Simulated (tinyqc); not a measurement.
# Single-photon avalanche diode, trigger probability and counting: two studies

A multiplication layer of width W with the uniform field V/W; alpha = an exp(-bn/E) for electrons, beta = ap exp(-bp/E) for holes (local model, no dead space). a = alpha W, b = beta W. Electrons enter at x = 0, holes at x = W. P0 is the probability that an electron entering at 0 starts a lasting avalanche, PW the same for a hole entering at W.

Inputs (values chosen for the exercise); ionisation coefficients close to those of indium phosphide:

| symbol | value | unit | meaning |
|---|---|---|---|
| an | 1.13e7 | 1/cm | electron prefactor |
| bn | 3.11 | MV/cm | electron field |
| ap | 4.88e6 | 1/cm | hole prefactor |
| bp | 2.5 | MV/cm | hole field |
| W | 0.8 | um | width of the multiplication layer |
| eta | 0.62 |  | probability that a photon makes a pair that enters the layer |
| Gd | 220 | 1/s | thermal generation rate in the layer |
| td | 10 | ns | dead time |
| Cd | 140 | fF | diode capacitance |
| Rq | 200 | kohm | quench resistance |
| pa | 1.9e-7 |  | trapping probability per avalanche carrier |
| tt | 5 | ns | trap release time |
| nph | 4.6e7 | 1/s | photon rate |

Constants: q = 1.602176634e-19 C. Results are converted to the units shown.

Each table varies one quantity; the others keep the values above.

## Effect of the excess bias

Breakdown: ln(a/b) = a - b with a not equal to b. Above it PW/(1 - PW) = [P0/(1 - P0)] exp(b - a) and b ln(1 - P0) = a ln(1 - PW); the mean over pairs made evenly in the layer is Pm = ln[(1 - PW)/(1 - P0)]/(a - b). PDP = eta P0; dark counts Gd Pm; avalanche charge Cd Vx/q; afterpulse probability pa (Cd Vx/q) exp(-td/tt) Pm; true rate n = nph PDP + dark counts; measured n/(1 + n td) (non-paralysable) or n exp(-n td) (paralysable); recharge time Rq Cd.

Effect of the excess bias:
```
Vx (V)  Vx/VB (%)        P0       PW       Pm       PDP  dark counts (1/s)  afterpulse (%)
0.35      0.99817  0.091092  0.15094  0.11885  0.056477             26.146        0.093461
0.56       1.5971   0.14234  0.22965  0.18331  0.088250             40.328         0.23065
0.88       2.5097   0.21578  0.33504  0.27269   0.13378             59.991         0.53918
1.4        3.9927   0.32392  0.47507  0.39786   0.20083             87.530          1.2515
2.2        6.2742   0.46587  0.63333  0.55056   0.28884             121.12          2.7215
3.5        9.9817   0.64334  0.79365  0.72269   0.39887             158.99          5.6833
5.6        15.971   0.82540  0.91812  0.87674   0.51175             192.88          11.032
8.8        25.097   0.95077  0.98086  0.96807   0.58948             212.98          19.141
14         39.927   0.99652  0.99865  0.99775   0.61784             219.51          31.386
```

What does the table show?

VB is 35.06 V. P0 rises from 0.0911 to 0.997 and PW rises from 0.151 to 0.999; P0 goes as Vx^(0.95) at the start and Vx^(0.10) at the end. Holes trigger better in every row. The afterpulse probability keeps growing, as Vx^(1.07) at the end, because the avalanche charge grows with Vx. For Vx = 8.8, 14 the excess bias passes a quarter of VB, where tunnelling adds dark counts that are left out here.

## Effect of the width of the multiplication layer

Same model as above.

The excess bias is 10 % of VB in every row.

Effect of the width of the multiplication layer:
```
W (um)  VB (V)  E at VB (MV/cm)  beta/alpha at VB      P0      PW
0.15     8.925           0.5950             1.204  0.5868  0.6207
0.25     13.41           0.5366             1.346  0.6083  0.6795
0.41     20.09           0.4899             1.500  0.6256  0.7317
0.67     30.21           0.4509             1.671  0.6397  0.7786
1.1      45.90           0.4173             1.863  0.6512  0.8206
1.8      69.93           0.3885             2.076  0.6604  0.8568
3        108.7           0.3625             2.324  0.6677  0.8888
5        169.8           0.3397             2.601  0.6731  0.9154
```

As W grows, VB rises from 8.92 to 170 V, as W^(0.84) on average, the breakdown field falls from 0.595 to 0.340 MV/cm and beta/alpha rises from 1.20 to 2.60. At equal relative excess P0 rises from 0.587 to 0.673 and PW rises from 0.621 to 0.915. For W = 0.15, 0.25 dead space and band-to-band tunnelling, left out here, matter.

Computed by the program tinyqc: `OMP_NUM_THREADS=1 python tinyqc.py 2630067 2630068 out.jsonl`, one thread of a shared Intel Xeon 2.30GHz, about 0.01 s for the whole run.
